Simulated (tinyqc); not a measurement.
Worked calculation: self-consistent Fermi level with native defects, at growth and after a quench. Computed by tinyqc, a small Python program that keeps every step. Command: `OMP_NUM_THREADS=1 python tinyqc.py 3009435 3009436 out.jsonl scfermi walk`. One thread of a shared host (Intel(R) Xeon(R) Processor @ 2.30GHz), about 0.07 s of CPU time with the checks. Intermediate numbers are printed to about 5 digits and carried at full precision; extremes and crossings named in words are read from the listed rows.

Energies are counted from the top of the valence band (VBM); when the gap shrinks with temperature the conduction band moves and the levels stay. The added dopant is taken as fully ionised. D and A draw on one reservoir with opposite signs, as the two vacancies of a compound do.

Inputs (values chosen for the exercise, for a model semiconductor):
```
quantity                                value   unit
gap E_g at 300 K                         2.88     eV
slope -dE_g/dT above 300 K            0.00026   eV/K
electron mass m_e                       0.249    m_0
valleys M_c                                 1      -
hole mass m_h                            1.03    m_0
E_f of the neutral native donor D       1.707     eV
E_f of the neutral native acceptor A    2.394     eV
shift s of the chemical potential       -0.15     eV
site density N_s                      3.6e+22  cm^-3
dopant density N_X                      2e+18  cm^-3
growth temperature T_g                   1180      K
temperature of use T                      300      K
```

Added shallow dopant: donor.

levels of D above the VBM, most positive state first (eV): 1.04  1.91

levels of A above the VBM, (0/-1) first (eV): 0.318

Constants: m_0 = 9.1093837015e-31 kg; k_B = 1.380649e-23 J/K; h = 6.62607015e-34 J s; k_B = 8.617333262e-05 eV/K.

## Formation energies at E_F = 0

E_f(D, 0) = input + s and E_f(A, 0) = input - s; E_f(q, E_F = 0) follows from the levels, eps(q/q-1) = E_f(q - 1) - E_f(q) at E_F = 0.

E_f(q, E_F = 0) (eV): D(+2) -1.393, D(+1) -0.353, D(0) 1.557, A(0) 2.544, A(-1) 2.862

## Bands at growth

E_g(T) = E_g - slope x max(0, T - 300 K). N_c = 2 M_c (2 pi m_e k_B T/h^2)^(3/2) and N_v = 2 (2 pi m_h k_B T/h^2)^(3/2), masses in units of m_0. At growth T = T_g.

E_g(T_g) = 2.6512 eV

N_c(T_g) = 2.4323e+19 cm^-3

N_v(T_g) = 2.0463e+20 cm^-3

k_B T_g = 0.10168 eV

## Charges across the gap at T_g

n = N_c F_1/2((E_F - E_g)/k_B T), p = N_v F_1/2(-E_F/k_B T). F_1/2(eta) = (2/sqrt(pi)) int_0^infinity sqrt(x)/(1 + exp(x - eta)) dx, by the trapezoid rule in t = sqrt(x) with step 0.02 up to t = 12 (for eta < -12 by exp(eta) - exp(2 eta)/2^(3/2)). In equilibrium c_q = N_s exp(-(E_f(q, 0) + q E_F)/k_B T). Net charge = p - n + sum q c_q + N_X; the log ratio is ln(positive charge/negative charge). Entries near or above N_s lie outside the dilute limit and only show that E_F cannot go there.

Densities (cm^-3):
```
E_F (eV)           n           p  charge on D  charge on A  log ratio
0.133     4.2735e+08  5.0701e+19   4.6857e+27   7.9570e+10     38.609
0.530     2.1202e+10  1.1130e+18   1.9099e+24   3.9476e+12     26.900
0.928     1.0623e+12  2.2257e+16   8.8436e+20   1.9778e+14     15.310
1.326     5.3221e+13  4.4425e+14   2.8176e+18   9.9094e+15      6.181
1.723     2.6403e+15  8.9544e+12   5.0826e+16   4.9163e+17      1.423
2.121     1.3204e+17  1.7872e+11   1.0120e+15   2.4632e+19     -2.516
2.519     6.0701e+18  3.5672e+09   2.0199e+13   1.2341e+21     -6.430
```

## Equilibrium at growth

E_F is the root of the log ratio, by 50 bisections between -0.5 eV and E_g + 0.5 eV.

E_F at growth = 1.8658 eV

n at growth = 1.0749e+16 cm^-3

p at growth = 2.1992e+12 cm^-3

Defects at growth:
```
state  E_f (eV)   c (cm^-3)
D(+2)    2.3385  3.7018e+12
D(+1)    1.5128  1.2453e+16
D(0)     1.5570  8.0604e+15
A(0)     2.5440  4.9077e+11
A(-1)    0.9962  2.0017e+18
```

total D = 2.0517e+16 cm^-3

total A = 2.0017e+18 cm^-3

The largest part of the positive charge comes from the dopant (99 %) and that of the negative charge from charged A (99 %).

## After the quench to T

After a quench the totals of D and A stay as grown, and each is shared among its charge states with weights exp(-(E_f(q, 0) + q E_F)/k_B T).

E_F after the quench = 1.9719 eV

n after the quench = 1733.2 cm^-3

p after the quench = 1.9588e-14 cm^-3

Frozen defects:
```
state   c (cm^-3)  share of its total
D(+2)  3.7876e-01          1.8461e-17
D(+1)  1.7139e+15          8.3534e-02
D(0)   1.8803e+16          9.1647e-01
A(0)   3.2865e-10          1.6418e-28
A(-1)  2.0017e+18          1.0000e+00
```

The material is semi-insulating, weakly n-type with 1730 carriers per cm^3. Carriers of the sign that the dopant should give amount to 8.7e-14 % of its density.

## Slow cooling against a quench

Each E_F by bisection; full equilibrium lets the defects form and vanish at every T.

Two histories (densities in cm^-3):
```
T (K)  E_F, equilibrium (eV)           n           p  all defects  E_F, frozen (eV)   n, frozen   p, frozen
1000                  2.0174  7.0450e+15  1.0866e+10   1.9938e+18            1.9803  4.5802e+15  1.6714e+10
830                   2.1610  4.2461e+15  9.1166e+06   1.9958e+18            2.0483  8.7802e+14  4.4092e+07
650                   2.3131  2.0315e+15  9.7207e+01   1.9980e+18            2.0436  1.6517e+13  1.1957e+04
480                   2.4567  7.0306e+14  8.5262e-07   1.9993e+18            2.0091  1.4032e+10  4.2721e-02
300                   2.6087  8.6335e+13  3.9322e-25   1.9999e+18            1.9719  1.7332e+03  1.9588e-14
```

At 300 K equilibrium would leave 2.00e18 defects per cm^3 against 2.02e18 frozen in, and E_F differs by -0.637 eV. The majority density of the quenched sample is 2.0e-11 times the equilibrium one. Real samples lie between, set by the temperature at which diffusion stops.

Checks made by the program: neutrality at growth (relative difference below 1e-10).
